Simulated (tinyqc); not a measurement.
## Screening length from the swing

Inverse problem. In a simple model of a Schottky-barrier transistor a barrier thinner than d = 5 nm is transparent, so the effective barrier is pn - psi (1 - exp(-d/lam)) and the swing beyond flat band is Vt ln 10/(1 - exp(-d/lam)). Find the thermionic swing, lam, and the effective barrier at psi = 0.2 V.

Parameters, values chosen for the exercise:
- T = 300 K (temperature)
- pn = 0.17 eV (barrier for electrons at both contacts)

Constants: q = 1.602176634e-19 C, kB = 1.380649e-23 J/K, Vt = kB T/q. Results are converted to the units shown.

swing in the tunnelling range = 79.300079 mV/decade

Answer. The ratio of the two swings is 1 - exp(-d/lam).

Vt ln 10 = 59.5 mV/decade
lam = 3.60 nm
effective barrier = 0.0199 eV

Computed by the program tinyqc: `OMP_NUM_THREADS=1 python tinyqc.py 2390009 2390010 out.jsonl`, one thread of a shared Intel Xeon 2.30GHz, about 0.1 s for the whole run.
